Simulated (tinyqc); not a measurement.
Vertical double-diffused power MOSFET, components of the on-resistance: one step of the calculation.

Stripe cells of pitch Wp + a, two channels a cell. Current flows through the channels, spreads in the accumulation layer, passes the gap between the p bodies and spreads at 45 degrees into the drift layer below them. Low drain voltage, full ionisation.

Problem. Components of the on-resistance. Pitch p = Wp + a, Cox = 3.9 eps0/tox; zero-bias depletion in the gap w0 = sqrt(2 eps0 eps_r Vbi/(q N Nj)), open gap g = a - 2 w0; R_ch = Lc p/(2 mch Cox Vov); R_acc = 0.6 a p/(4 mac Cox Vov), 0.6 being an empirical factor for current leaving the layer along its length; R_gap = (rho/Nj) xp p/g; spreading depth t = min(W, (p - g)/2); R_drift = (rho p/2) ln((g + 2 t)/g) + rho (W - t); R_on = the sum with Rs.

Inputs (values chosen for the exercise); bulk values close to those of gallium nitride: relative permittivity eps_r = 9.4; gate oxide thickness (eps_r 3.9) tox = 91 nm; gate overdrive Vov = 9 V; channel mobility mch = 21 cm^2/(V s); accumulation-layer mobility mac = 170 cm^2/(V s); channel length Lc = 1.1 um; width of the p body in one cell, channels included Wp = 3.2 um; gap between neighbouring p bodies a = 3.7 um; depth of the p body xp = 0.7 um; doping of the gap over the drift doping Nj = 3; built-in voltage of the body junction Vbi = 3.05 V; substrate and contact resistance Rs = 0.22 mohm cm^2.

Constants: q = 1.602176634e-19 C, eps0 = 8.8541878128e-14 F/cm where lengths are in cm. Results are converted to the units shown.

drift doping N = 2.3390068e16 cm^-3
drift thickness W = 6.3227150 um
electron mobility mu at T = 434.67647 cm^2/(V s)
drift resistivity rho = 0.61389202 ohm cm

Give: w0; g; components; R_on; shares.

Solution.

w0 = 0.2125 um
g = 3.275 um
components (mohm cm^2): channel 5.291, accumulation 0.6596, gap 0.03018, drift 0.4347, substrate 0.2200
R_on = 6.636 mohm cm^2
shares (%): channel 79.74, accumulation 9.94, gap 0.45, drift 6.55, substrate 3.32

The channel term is the largest. R_on is 17.1 times the ideal drift resistance rho W, and spreading raises the drift term to 1.12 times it.

Program tinyqc, `OMP_NUM_THREADS=1 python tinyqc.py 2230134 2230135 out.jsonl`; Intel Xeon 2.30GHz, shared host, one thread, about 0.01 s.
